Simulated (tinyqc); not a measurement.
Haynes-Shockley experiment: drift, diffusion and decay of a minority-carrier pulse: one step, computed by the program tinyqc.

A thin sheet of excess carriers is made at x = 0, t = 0 in a long uniform bar; injection is low, so the pulse moves with the minority mobility.

Question. The signal at the collector. dn(x, t) = N0/sqrt(4 pi D t) exp(-(x - v t)^2/(4 D t) - t/tau). At fixed x the signal peaks where d ln(dn)/dt = 0: a t^2 + t/2 - x^2/(4 D) = 0 with a = v^2/(4 D) + 1/tau. The full width at half maximum is found by solving dn(x, t) = peak/2 on both sides of the peak.

Inputs (values chosen for the exercise, modelled on holes in n-type silicon in a lightly doped bar):

| quantity | value | unit |
|---|---|---|
| lifetime tau | 34 | microsecond |
| temperature T | 330 | K |
| distance d to the collector | 1.2 | cm |
| injected sheet density N0 | 3.1e+09 | 1/cm^2 |

drift velocity v = 18447 cm/s

D = 13.45080 cm^2/s

Give: time of the peak t_p; peak density; width at half maximum.

Answer.

time of the peak t_p = 64.861 microsecond

peak density = 4.3789e+09 1/cm^3

width at half maximum = 5.3194 microsecond
